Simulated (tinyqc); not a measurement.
Band filling: full bands against the rectangular model: Slater-Koster d bands of an fcc metal.

Slater-Koster d bands. For a bond with direction cosines (l, m, n) the 5 x 5 block is dds Ps + ddp Pp + ddd (1 - Ps - Pp), the projectors on sigma, pi and delta states about the bond; for instance <xy|xy> = 3 l^2 m^2 dds + (l^2 + m^2 - 4 l^2 m^2) ddp + (n^2 + l^2 m^2) ddd, <xy|yz> = 3 l m^2 n dds + l n (1 - 4 m^2) ddp + l n (m^2 - 1) ddd and <3z2-r2|3z2-r2> = (n^2 - (l^2 + m^2)/2)^2 dds + 3 n^2 (l^2 + m^2) ddp + (3/4)(l^2 + m^2)^2 ddd. H(k) sums the blocks times cos(k.R) over the neighbours; the d level is the zero of energy; k in 2 pi/a.

Neighbours: twelve at (a/2)(1,1,0) and equivalents.

Mesh: k = f1 b1 + f2 b2 + f3 b3 with fractions (j + 1/2)/N, j = 0 to N - 1, and b = (-1,1,1), (1,-1,1), (1,1,-1) for fcc, (0,1,1), (1,0,1), (1,1,0) for bcc, unit vectors for simple cubic. The lowest Nd/10 of all levels are filled with two electrons each; the bond energy is their sum per atom.

Parameters, chosen for this exercise (of the size met in Ir; the results hold for these values, not for the real material): dds = -1.12 eV (dd sigma); ddp = 0.605 eV (dd pi); ddd = -0.134 eV (dd delta); N = 10 (mesh).

W = sqrt(12 mu2) with mu2 the mean square level on the mesh; rectangular model: Fermi level W (Nd/10 - 1/2), bond energy -W Nd (10 - Nd)/20. The Fermi level of the mesh is the highest filled level.

Per atom (eV):
```
Nd  EF, bands  bond energy, bands  EF, rectangle  bond energy, rectangle
1      -2.874              -3.601         -3.053                  -3.434
2      -2.328              -6.163         -2.290                  -6.105
3      -1.595              -8.090         -1.526                  -8.013
4      -0.825              -9.333         -0.763                  -9.158
5       0.121              -9.693          0.000                  -9.540
6       1.028              -9.113          0.763                  -9.158
7       1.673              -7.735          1.526                  -8.013
8       2.266              -5.765          2.290                  -6.105
9       2.894              -3.150          3.053                  -3.434
```

W = 7.632 eV
full width on the mesh = 8.729 eV

The bond energy is deepest at Nd = 5 (-9.693 eV); the rectangle has its minimum at 5. The two differ most at Nd = 8, by 0.340 eV or 4 % of the deepest value: the second moment fixes the parabola, and higher moments the rest. At Nd = 3 and 7 the bands give -8.090 and -7.735 eV, a skew towards less than half filling.

tinyqc: `OMP_NUM_THREADS=1 python tinyqc.py 1452108 1452109 out.jsonl`; about 0.03 s, one thread, shared Intel(R) Xeon(R) Processor @ 2.30GHz.
